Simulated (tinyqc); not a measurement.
Inside a calculation. Method: harmonic frequencies on the RHF/sto-3g surface (energies and gradients from PySCF), for BeH2, spin multiplicity 1. Computed by tinyqc, a small Python program that keeps every step (integrals from PySCF). Settings: charge = 0, multiplicity = 1, basis = sto-3g, delta = 0.005. Command: `OMP_NUM_THREADS=1 python tinyqc.py 20017 20018 out.jsonl` (the two numbers bound the seeds that draw the settings). One thread of a shared host (Intel(R) Xeon(R) Processor @ 2.60GHz), about 2 s of CPU time with the checks.

## One row of the Hessian: 2Hy

optimised positions (bohr):
```
           x        y       z
1Be  -0.0245   0.0372  0.0536
2H   -0.0458   2.4756  0.0195
3H   -0.0033  -2.4013  0.0875
```

gradient at +delta (hartree/bohr):
```
             x          y          z
1Be   0.000012  -0.001183   0.000021
2H   -0.000011   0.001183  -0.000019
3H   -0.000001   0.000001  -0.000002
```

gradient at -delta (hartree/bohr):
```
             x          y          z
1Be  -0.000007   0.001218  -0.000010
2H    0.000009  -0.001201   0.000013
3H   -0.000001  -0.000017  -0.000003
```

Displace 2Hy by +/-0.005 bohr; H(k, :) = (g(+) - g(-)) / (2 delta).

row of the Hessian (hartree/bohr^2): 1Bex 0.001913, 1Bey -0.240170, 1Bez 0.003062, 2Hx -0.001990, 2Hy 0.238370, 2Hz -0.003186, 3Hx 0.000078, 3Hy 0.001800, 3Hz 0.000124

## Hessian by finite differences

All rows are made in the same way, and the matrix is symmetrised.

Hessian (symmetrised) (hartree/bohr^2), lower triangle:
```
           1Bex       1Bey       1Bez        2Hx        2Hy        2Hz        3Hx        3Hy
1Bex   0.042685
1Bey  -0.003816   0.480319
1Bez   0.000053  -0.006102   0.042737
2Hx   -0.021341   0.001913  -0.000027   0.010679
2Hy    0.001912  -0.240170   0.003062  -0.001990   0.238370
2Hz   -0.000027   0.003064  -0.021367   0.000028  -0.003186   0.010706
3Hx   -0.021345   0.001903  -0.000026   0.010662   0.000078  -0.000001   0.010684
3Hy    0.001904  -0.240149   0.003040   0.000077   0.001800   0.000123  -0.001981   0.238348
3Hz   -0.000026   0.003039  -0.021371  -0.000001   0.000124   0.010661   0.000028  -0.003163

          3Hz
3Hz  0.010710
```

## Normal modes

masses (u): 1Be 9.0122, 2H 1.0078, 3H 1.0078

Diagonalise H_ij / sqrt(m_i m_j); the 5 smallest eigenvalues belong to translations and rotations; wavenumber = sqrt(eigenvalue / 1822.888) x 219474.63; each mode has its largest component positive (the first on a tie); zero-point energy = sum of wavenumbers / 2, with 349.755 1/cm per kcal/mol.

eigenvalues of the mass-weighted Hessian (hartree/(bohr^2 u)): 0.0000  0.0000  0.0000  0.0000  0.0000  0.0259  0.0259  0.2348  0.2917

harmonic wavenumbers of the vibrations (1/cm): 827.2  827.2  2490.8  2776.2

mass-weighted modes:
```
       mode 1   mode 2   mode 3   mode 4
1Bex  -0.1824  -0.3867   0.0000   0.0037
1Bey  -0.0070  -0.0008  -0.0001  -0.4275
1Bez  -0.3866   0.1824   0.0000   0.0060
2Hx    0.2726   0.5781   0.0062  -0.0056
2Hy    0.0105   0.0012  -0.7069   0.6393
2Hz    0.5780  -0.2727   0.0099  -0.0089
3Hx    0.2727   0.5782  -0.0062  -0.0056
3Hy    0.0104   0.0012   0.7071   0.6390
3Hz    0.5781  -0.2727  -0.0098  -0.0089
```

zero-point energy = 9.8946 kcal/mol

Within a degenerate level the vectors are fixed only up to a rotation; this is one choice.
